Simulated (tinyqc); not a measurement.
# Classical Heisenberg spin chain: exact results, Metropolis, heat-bath and over-relaxation steps, and a Monte Carlo run, step by step

A worked calculation. Computed by tinyqc, a small Python program that keeps every step. Command: `OMP_NUM_THREADS=1 python tinyqc.py 3130342 3130343 out.jsonl heismc walk`. One thread of a shared host (Intel(R) Xeon(R) Processor @ 2.30GHz), about 0.1 s of CPU time with the checks. Intermediate numbers are printed to about 6 digits and carried at full precision; extremes and crossings named in words are read from the listed rows.

E = -J sum_i s_i . s_(i+1) for unit vectors s_i on an open chain; K = J/(k_B T).

Inputs (values chosen for the exercise, for a model chain of large moments):

| quantity | value | unit |
|---|---|---|
| coupling J | -4.6 | meV |
| temperature T | 29 | K |
| moment mu | 4 | mu_B |
| length N of the open chain | 24 | - |
| seed | 776988 | - |

Update: heat bath.

Constants: k_B = 8.617333262e-05 eV/K; mu_B = 5.7883818060e-05 eV/T.

## Exact results

Each bond angle is independent, so u = <s_i . s_(i+1)> = coth K - 1/K, <s_i . s_(i+n)> = u^n, correlation length xi = -1/ln|u|, energy per bond -J u, heat capacity per bond c/k_B = 1 - K^2/sinh^2 K, and for the long chain chi = mu^2 (1 + u)/(3 k_B T (1 - u)) per spin.

K = -1.84072

u = -0.508409

xi = 1.47826 sites

energy per bond = -2.33868 meV

heat capacity = 0.640776 k_B/bond

chi over the Curie value = 0.325901

chi = 0.0402597 mu_B/T per spin

## Finite chain

For N spins, <|sum s|^2>/N = (1 + u)/(1 - u) - 2 u (1 - u^N)/(N (1 - u)^2); the long chain has (1 + u)/(1 - u), chi over the Curie value, and the difference is relative to it.

<|sum s|^2>/N = 0.344521

difference from the long chain = 5.71358 %

## Four single-spin steps

four neighbouring spins (rows; components x, y, z):
```
         1        2        3
1  -0.1397   0.9709   0.1943
2  -0.5849  -0.2730  -0.7638
3  -0.4477  -0.8419  -0.3012
4   0.8239   0.1662   0.5418
```

random numbers, one row a step:
```
        1       2       3
1  0.9407  0.1585  0.8338
2  0.6985  0.9587  0.6605
3  0.0832  0.1516  0.6409
4  0.6324  0.4256  0.6321
```

The given spins are first normalised. Spins 2 and 3 are updated in turn, with h = K (sum of the two neighbours). Heat bath: cos(theta) = 1 + ln(1 - r1 (1 - exp(-2 |h|)))/|h| about n = h/|h|, azimuth 2 pi r2 = phi in the frame a = n x z/|n x z|, b = n x a: s = n cos(theta) + sin(theta)(a cos(phi) + b sin(phi)); r1, r2 are the first two numbers of the row.

Steps:

| spin | \|h\| | h . s before | h . s after | move | x | y | z |
|---|---|---|---|---|---|---|---|
| 2 | 1.12439 | -0.71788 | -0.71717 | heat bath | -0.592725 | -0.298589 | -0.748012 |
| 3 | 0.62011 | -0.12897 | -0.06588 | heat bath | 0.686011 | 0.714628 | 0.136732 |
| 2 | 3.31798 | 1.97826 | 3.23123 | heat bath | -0.409925 | -0.837718 | -0.360817 |
| 3 | 1.48981 | 0.31502 | 0.57286 | heat bath | -0.849348 | -0.192617 | -0.491434 |

## A run and its error bars

From the ordered state (alternating for J < 0), with each spin drawn from exp(h . s), h = K x sum of neighbours, 200 sweeps are discarded and 1600 recorded (even and odd sites in turn; random numbers not printed, so these rows are one sample). Errors are the scatter of block means over sqrt(number of blocks).

Blocking:

| block length | mean bond product | error | <\|sum s\|^2>/N | error |
|---|---|---|---|---|
| 1 | -0.507479 | 0.00228886 | 0.344878 | 0.00700676 |
| 4 | -0.507479 | 0.00268180 | 0.344878 | 0.00730095 |
| 16 | -0.507479 | 0.00290388 | 0.344878 | 0.00774741 |
| 40 | -0.507479 | 0.00287649 | 0.344878 | 0.00911289 |
| 80 | -0.507479 | 0.00303683 | 0.344878 | 0.00828637 |

With blocks of 40 the bond product is 0.3 error bars from the exact u = -0.5084, and <|sum s|^2>/N is 0.0 from the exact 0.345. Blocking to 40 changes the two errors by factors 1.3 and 1.3.

Checks made by the program: c against a difference of the energy (relative difference 2e-08).
